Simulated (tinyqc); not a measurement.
Octagonal on-chip spiral inductor, lumped pi model: one step of the calculation.

Outer diameter do = di + 2 n wd + 2 (n - 1) sp, mean da = (do + di)/2, fill p = (do - di)/(do + di), length l = 3.314 n da. L = 2.25 mu0 n^2 da/(1 + 3.55 p), mu0 = 4 pi 1e-7 H/m. Rs = rho l/(wd delta (1 - exp(-th/delta))), delta = sqrt(rho/(pi f mu0)). Cs = n wd^2 eps0 eo/hu across the coil. At each end Cox = l wd eps0 eo/(2 ho) leads to the substrate branch Rsi = 2 rs he/(l wd) in parallel with Csi = l wd eps0 11.7/(2 he). With one end grounded Y = 1/(Rs + i w L) + i w Cs + 1/[1/(i w Cox) + 1/(1/Rsi + i w Csi)], w = 2 pi f; Q = -Im Y/Re Y. Eddy currents in neighbouring turns and in the substrate are left out.

Task. Geometry and model elements. do, l, L, delta, Rs, Cs, Cox, Rsi and Csi as defined.

Inputs (values chosen for the exercise); values of the order met in silicon radio-frequency processes:
```
symbol  value     unit                                     meaning
n         3.5                                      number of turns
wd         10       um                                  line width
sp          2       um                         space between turns
di         60       um                              inner diameter
th        3.4       um                             metal thickness
rho       2.2  uohm cm                           metal resistivity
ho        6.1       um                        oxide below the coil
hu        1.2       um            oxide between coil and underpass
eo        3.9                   relative permittivity of the oxide
rs          1   ohm cm                       substrate resistivity
he         30       um  effective spreading depth in the substrate
f         5.8      GHz                                   frequency
```

Constants: eps0 = 8.8541878128e-12 F/m. Results are converted to the units shown.

Find: do; l; L; delta; Rs; Cs; Cox; Rsi; Csi.

Result.

do = 140.00 um
l = 1159.9 um
L = 1.4312 nH
delta = 0.98021 um
Rs = 2.6870 ohm
Cs = 10.072 fF
Cox = 32.830 fF
Rsi = 51.729 ohm
Csi = 20.026 fF

Computed by the program tinyqc: `OMP_NUM_THREADS=1 python tinyqc.py 2302014 2302015 out.jsonl`, one thread of a shared Intel Xeon 2.30GHz, about 0.01 s for the whole run.
